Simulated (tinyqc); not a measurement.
Worked calculation: Ewald sum of point charges, bcc lattice in a neutralising background. Computed by tinyqc, a small Python program that keeps every step. Command: `OMP_NUM_THREADS=1 python tinyqc.py 26951 26952 out.jsonl` (the two numbers bound the seeds that draw the settings). One thread of a shared host (Intel(R) Xeon(R) Processor @ 2.60GHz), about 0.04 s of CPU time with the checks.

## Ewald sum with eta = 0.607 1/bohr

cell vectors (rows) (bohr):
$$\begin{pmatrix}
6.590000 & 0.000000 & 0.000000 \\
0.000000 & 6.590000 & 0.000000 \\
0.000000 & 0.000000 & 6.590000
\end{pmatrix}$$

Charges:
```
q               f1        f2        f3
2.000000  0.000000  0.000000  0.000000
2.000000  0.500000  0.500000  0.500000
```

Real space: 1/2 sum q_i q_j erfc(eta r)/r over all images with r > 0; reciprocal space: (2 pi/V) sum_(G != 0) exp(-G^2/4 eta^2)/G^2 |S(G)|^2 with S(G) = sum q exp(i G.r); self term -eta/sqrt(pi) sum q^2; background -pi Q^2/(2 V eta^2), Q the total charge.

Real-space shells (first ones):
```
r (bohr)  pairs  sum (hartree)
5.707107     16       0.000005
6.590000     12       5.61e-08
9.319667     24              0
```

Reciprocal shells (first ones that count):
```
G^2 (1/bohr^2)  vectors  sum (hartree)
1.818105             12       0.675230
3.636210              6       0.049163
5.454314             24       0.038181
7.272419             12       0.004170
9.090524             24       0.001943
10.908629             8       0.000157
12.726733            48       0.000235
14.544838             6       0.000007
16.362943            36       0.000012
18.181048            24       2.04e-06
19.999152            24       5.39e-07
21.817257            24       1.44e-07
```

## The total does not depend on eta

The same sums for other eta.

Totals (hartree per cell):
```
eta           real  reciprocal       self  background        total
0.607000  0.000005    0.769101  -2.739705   -0.238345  -2.20894291
0.718000  3.84e-08    1.202109  -3.240705   -0.170347  -2.20894291
0.940000         0    2.133149  -4.242706   -0.099387  -2.20894291
```

shortest distance = 5.707107 bohr
